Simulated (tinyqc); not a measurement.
Sheet resistance of a shallow doped layer with concentration-dependent mobility and limited activation: one step, computed by the program tinyqc. Command: `OMP_NUM_THREADS=1 python tinyqc.py 3025173 3025174 out.jsonl irvin walk`. One thread of a shared host (Intel(R) Xeon(R) Processor @ 2.30GHz), about 0.01 s of CPU time with the checks.

A layer of one dopant lies in a background of the opposite type. Current flows parallel to the surface down to the junction; depletion is ignored.

Question. Local values. C(x) = C_s erfc(x/l). Active density N = min(C, C_a); carriers n = N - C_B; mobility mu = mu_min + (mu_max - mu_min)/(1 + ((N + C_B)/N_r)^alpha). Conductivity e n mu. Depths are 0, 0.2, 0.4, 0.6, 0.8 and 0.95 of x_j.

Inputs (values chosen for the exercise, modelled on arsenic in silicon): surface concentration C_s = 3.6e+20 1/cm^3; length l = 41 nm; background C_B = 6.2e+16 1/cm^3; mobility floor mu_min = 50.6 cm^2/(V s); mobility mu_max = 1410 cm^2/(V s); reference density N_r = 9.87e+16 1/cm^3; exponent alpha = 0.689; anneal temperature T = 1150 C.

Profile: erfc.

junction depth x_j = 108.9097 nm

active limit C_a = 5.316853e+20 1/cm^3

Constants: e = 1.602176634e-19 C.

Give: Along the depth.

Answer.

Along the depth:
```
x (nm)  C (1/cm^3)  N (1/cm^3)  mu (cm^2/(V s))  conductivity (S/cm)
0.0      3.600e+20   3.600e+20             55.4            3.192e+03
21.8     1.629e+20   1.629e+20             58.8            1.534e+03
43.6     4.785e+19   4.785e+19             69.5            5.322e+02
65.3     8.711e+18   8.711e+18            109.7            1.520e+02
87.1     9.552e+17   9.552e+17            277.6            3.972e+01
103.5    1.291e+17   1.291e+17            578.2            6.217e+00
```
